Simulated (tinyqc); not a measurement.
Probe couplings from its potential.

Problem. One voltage probe p sits between leads L (mu = 1) and R (mu = 0) without magnetic field: mu_p = T_pL/(T_pL + T_pR), T_eff = T_RL + T_pL T_pR/(T_pL + T_pR). Find T_pL and T_pR.

T_RL = 0.11
mu_p = 0.34482759
T_eff = 0.24103448

Solution. T_eff - T_RL equals T_pL (1 - mu_p) and also T_pR mu_p.

T_pL = 0.200
T_pR = 0.380

Numbers from tinyqc (`OMP_NUM_THREADS=1 python tinyqc.py 2700033 2700034 out.jsonl`; about 0.01 s on one thread of a shared Intel Xeon 2.30GHz).
